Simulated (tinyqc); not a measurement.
Do the excited 1s states matter for ionisation? Model: valley-orbit splitting of a donor ground state, with strain. Computed by tinyqc, a small Python program. Command: `OMP_NUM_THREADS=1 python tinyqc.py 3000221 3000222 out.jsonl valleyorbit walk`. One thread of a shared host (Intel(R) Xeon(R) Processor @ 2.30GHz), about 0.01 s of CPU time with the checks.

The basis is the 1s envelope in each valley; energies are counted from the unstrained conduction-band edge. The strain is e_s (a a^T - 1/3) for the unit stress axis a, so valley j along n_j moves by Xi_u e_s w_j with w_j = (n_j.a)^2 - 1/3: +2/3 for [111], -2/9 for the others.

Inputs (values chosen for the exercise, modelled on donors in germanium): single-valley binding energy E_0 = 9.54 meV; central-cell shift Lambda = 0.72 meV; coupling Delta_1 = 0.5 meV; shear deformation potential Xi_u = 16.4 eV; donor density N_D = 1.2e+15 cm^-3; density-of-states mass of one valley m_e = 0.215 m_0.

Valleys: four along <111>. Stress axis: [111].

Constants: k_B = 8.617333262e-05 eV/K; m_0 = 9.1093837015e-31 kg; k_B = 1.380649e-23 J/K; h = 6.62607015e-34 J s.

Method:
- By symmetry: E(A1) = E_0 + Lambda + 3 Delta_1 (one state), E(T2) = E_0 + Lambda - Delta_1 (three), as binding energies.
- H_jj = -(E_0 + Lambda) + Xi_u e_s w_j; H_jk = -Delta_1 between any two valleys.
- z = sum over levels of exp(-(E - E_ground)/k_B T), the ground-state share being 1/z; N_c = 2 (2 pi m_e k_B T/h^2)^(3/2) sum_j exp(-(shift_j - lowest shift)/k_B T); n1 = N_c/(2 z) exp(-binding/k_B T), binding = lowest shift - E_ground; without compensation n = 2 N_D/(1 + sqrt(1 + 4 N_D/n1)) (Boltzmann statistics; p and higher states left out).
- No strain here. The last two columns set z = 1, with the A1 depth, or use one level at E_0 with z equal to the number of valleys.

E(A1) = 11.76 meV

Ionised share:
```
T (K)       z  all 1s states  ground state alone  no splitting
6.8    1.0988     1.5782e-04          1.6543e-04    5.4976e-04
11.0   1.3637     9.3293e-03          1.0886e-02    1.7496e-02
17.0   1.7660     9.6883e-02          1.2661e-01    1.3445e-01
25.0   2.1856     3.5504e-01          4.7401e-01    4.1752e-01
34.0   2.5159     6.4066e-01          7.8537e-01    6.8967e-01
55.0   2.9672     9.1020e-01          9.6592e-01    9.2221e-01
91.0   3.3246     9.7948e-01          9.9365e-01    9.8133e-01
```

z grows from 1.099 to 3.32 of at most 4. Leaving out the excited states overstates the ionised share by up to 33.5 % (at 25.0 K); ignoring the splitting misses by a factor 3.48 at the lowest T and 1.00 at the highest.

Extremes, crossings and ranges named in words are read from the listed rows.
